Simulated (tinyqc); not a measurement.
From results back to parameters: configuration-coordinate model of carrier capture at a defect. Five cases, with inputs chosen for the exercise.

Problem. For two parabolas of equal curvature the ionisation peak lies at ET + ER, the emission barrier is (ER + ET)^2/(4 ER), and the standard deviation of the band at T = 0 is sqrt(ER hw). The values come from hidden ET, ER and hw.

Case 1.

ionisation peak = 1.4200 eV
emission barrier = 0.387769 eV
standard deviation at T = 0 = 0.213307 eV

Case 2.

ionisation peak = 1.1900 eV
emission barrier = 0.354025 eV
standard deviation at T = 0 = 0.118322 eV

Case 3.

ionisation peak = 1.3900 eV
emission barrier = 0.710331 eV
standard deviation at T = 0 = 0.184391 eV

Case 4.

ionisation peak = 0.7300 eV
emission barrier = 0.555104 eV
standard deviation at T = 0 = 0.094234 eV

Case 5.

ionisation peak = 0.9400 eV
emission barrier = 1.051905 eV
standard deviation at T = 0 = 0.102470 eV

Find: ET, ER, hw; capture barrier.

Solution. ER is the squared peak energy over four times the emission barrier; ET is the rest, hw = variance/ER, and the capture barrier is the emission barrier less ET.

Case 1.

ET, ER, hw (eV): 0.120  1.300  0.035

capture barrier = 0.268 eV

Case 2.

ET, ER, hw (eV): 0.190  1.000  0.014

capture barrier = 0.164 eV

Case 3.

ET, ER, hw (eV): 0.710  0.680  0.050

capture barrier = 0.000 eV

Case 4.

ET, ER, hw (eV): 0.490  0.240  0.037

capture barrier = 0.065 eV

Case 5.

ET, ER, hw (eV): 0.730  0.210  0.050

capture barrier = 0.322 eV

Computed by tinyqc, one run a case: `OMP_NUM_THREADS=1 python tinyqc.py N N+1 out.jsonl` with N = 1480790, 1480978, 1481003, 1481067, 1481069; one thread of a shared Intel(R) Xeon(R) Processor @ 2.30GHz, about 0.01 s a run at most.
